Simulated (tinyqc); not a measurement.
# A tight-binding chain with uneven site energies, recursive Green functions: several studies

The device has N = 6 slices of 1 site(s), nearest-neighbour hopping -t, and site energies U; the leads are semi-infinite continuations with site energy 0. V = <i+1|H|i> = -t 1.

Inputs (values chosen for the exercise):
```
symbol                                  value  unit                        meaning
t                                           1    eV    hopping (matrix element -t)
U       [-0.24, 0.58, 0.24, 0.03, -0.23, 0.3]    eV  site energies, slice by slice
E                                       -1.25    eV                         energy
```

Each table varies one quantity; the others keep the values above.

## The device repeated

Sigma = t^2 g(E), g(x) = (x - i sqrt(4 t^2 - x^2))/(2 t^2) for |x| < 2 t and (x - sign(x) sqrt(x^2 - 4 t^2))/(2 t^2) otherwise; Gamma = i (Sigma - Sigma^dagger); both leads give the same. Forward pass: g_1 = (E - H_1 - Sigma)^(-1), g_i = (E - H_i - V g_(i-1) V^dagger)^(-1), with Sigma also subtracted on the last slice; G_(i,1) = g_i V G_(i-1,1), starting from g_1. H_i is the block of slice i, its site energy. T(E) = Tr[Gamma G_(N,1) Gamma G_(N,1)^dagger]. The list U is repeated k times, so the device has k N slices.

The device repeated:
```
k     T(E)    ln T(E)
1   0.5898    -0.5280
2   0.7776    -0.2515
3   0.8058    -0.2160
4   0.5807    -0.5434
5   0.9971  -0.002898
6   0.6008    -0.5095
8   0.8345    -0.1809
10  0.9886   -0.01150
12  0.7248    -0.3219
```

T(E) moves between 0.581 and 0.997 and does not die away: at least one band of the periodic structure that the repeats form is open at this energy.

## Effect of the strength of the potential

Same model as above.

All U are multiplied by the factor sc.

Effect of the strength of the potential:
```
sc       T(E)  reflection, modes - T(E)
0      1.0000                         0
0.25  0.96950                  0.030500
0.5   0.87797                   0.12203
0.75  0.74177                   0.25823
1     0.58981                   0.41019
1.25  0.44760                   0.55240
1.5   0.32880                   0.67120
1.75  0.23646                   0.76354
2     0.16781                   0.83219
```

What does the table show?

T(E) falls from 1.00 to 0.168. At sc = 0 the device equals the leads and transmits all 1 open mode(s). Between the first two non-zero rows the reflection goes as sc^(2.00); weak scattering gives sc^2.

## Transmission against energy

Same model as above.

Transmission against energy:
```
E (eV)  open modes    T(E)  T(E) per open mode
-1.9             1  0.6234              0.6234
-1.58            1  0.6344              0.6344
-1.27            1  0.5840              0.5840
-0.95            1  0.7748              0.7748
-0.63            1  0.9845              0.9845
-0.32            1  0.8922              0.8922
0                1  0.7506              0.7506
0.32             1  0.7582              0.7582
0.63             1  0.9062              0.9062
0.95             1  0.9832              0.9832
1.27             1  0.7430              0.7430
1.58             1  0.5628              0.5628
1.9              1  0.6091              0.6091
```

What does the table show?

T(E) lies between 0.563 (E = 1.58 eV) and 0.984 (E = -0.63 eV) in these rows. The leads offer 1 open mode(s), of which the mean share 0.75 is transmitted.

Numbers from tinyqc (`OMP_NUM_THREADS=1 python tinyqc.py 2660102 2660103 out.jsonl`; about 0.02 s on one thread of a shared Intel Xeon 2.30GHz).
